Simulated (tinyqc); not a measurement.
Slow cooling against a quench: self-consistent Fermi level with native defects, at growth and after a quench. Computed by tinyqc, a small Python program. Command: `OMP_NUM_THREADS=1 python tinyqc.py 3027744 3027745 out.jsonl scfermi walk`. One thread of a shared host (Intel(R) Xeon(R) Processor @ 2.30GHz), about 0.05 s of CPU time with the checks.

Energies are counted from the top of the valence band (VBM); when the gap shrinks with temperature the conduction band moves and the levels stay. The added dopant is taken as fully ionised. D and A draw on one reservoir with opposite signs, as the two vacancies of a compound do.

Inputs (values chosen for the exercise, with bands modelled on ZnSe):
```
quantity                                value   unit
gap E_g at 300 K                         2.68     eV
slope -dE_g/dT above 300 K            0.00071   eV/K
electron mass m_e                       0.149    m_0
valleys M_c                                 1      -
hole mass m_h                           0.777    m_0
E_f of the neutral native donor D       1.867     eV
E_f of the neutral native acceptor A    3.059     eV
shift s of the chemical potential        -0.2     eV
site density N_s                      3.2e+22  cm^-3
dopant density N_X                    3.2e+16  cm^-3
growth temperature T_g                   1420      K
temperature of use T                      200      K
```

Added shallow dopant: acceptor.

levels of D above the VBM, most positive state first (eV): 1.08  1.54

levels of A above the VBM, (0/-1) first (eV): 0.753  0.929

Constants: m_0 = 9.1093837015e-31 kg; k_B = 1.380649e-23 J/K; h = 6.62607015e-34 J s; k_B = 8.617333262e-05 eV/K.

Method:
- E_f(D, 0) = input + s and E_f(A, 0) = input - s; E_f(q, E_F = 0) follows from the levels, eps(q/q-1) = E_f(q - 1) - E_f(q) at E_F = 0.
- E_g(T) = E_g - slope x max(0, T - 300 K).
- N_c = 2 M_c (2 pi m_e k_B T/h^2)^(3/2) and N_v = 2 (2 pi m_h k_B T/h^2)^(3/2), masses in units of m_0.
- At growth T = T_g.
- n = N_c F_1/2((E_F - E_g)/k_B T), p = N_v F_1/2(-E_F/k_B T).
- F_1/2(eta) = (2/sqrt(pi)) int_0^infinity sqrt(x)/(1 + exp(x - eta)) dx, by the trapezoid rule in t = sqrt(x) with step 0.02 up to t = 12 (for eta < -12 by exp(eta) - exp(2 eta)/2^(3/2)).
- In equilibrium c_q = N_s exp(-(E_f(q, 0) + q E_F)/k_B T).
- Net charge = p - n + sum q c_q - N_X; the log ratio is ln(positive charge/negative charge).
- E_F is the root of the log ratio, by 50 bisections between -0.5 eV and E_g + 0.5 eV.
- After a quench the totals of D and A stay as grown, and each is shared among its charge states with weights exp(-(E_f(q, 0) + q E_F)/k_B T).
- Each E_F by bisection; full equilibrium lets the defects form and vanish at every T.

E_f(q, E_F = 0) (eV): D(+2) -0.953, D(+1) 0.127, D(0) 1.667, A(0) 3.259, A(-1) 4.012, A(-2) 4.941

total D = 2.38980e+17 cm^-3

total A = 3.78317e+14 cm^-3

Two histories (densities in cm^-3):
```
T (K)  E_F, equilibrium (eV)           n           p  all defects  E_F, frozen (eV)   n, frozen   p, frozen
1180                  1.2858  5.8259e+15  4.3215e+14   3.5922e+16            1.5532  8.0627e+16  3.1153e+13
930                   1.0732  4.1008e+12  1.4339e+14   2.0974e+16            1.6693  6.9718e+15  8.4313e+10
690                   0.9087  6.1181e+07  1.3830e+13   1.6429e+16            1.6494  1.5729e+13  5.3794e+07
440                   0.7516  2.8770e-03  7.5217e+10   1.6001e+16            1.6098  1.9445e+07  1.1129e+01
200                   0.6015  3.3111e-35  6.5055e+03   1.6000e+16            1.5717  9.2793e-11  2.3213e-21
```

What does the comparison show, and why?

At 200 K equilibrium would leave 1.60e16 defects per cm^3 against 2.39e17 frozen in, and E_F differs by +0.970 eV. Both histories end semi-insulating. Real samples lie between, set by the temperature at which diffusion stops. In so wide a gap the dopant may be only partly ionised at the temperature of use; these carrier densities are then overstated.
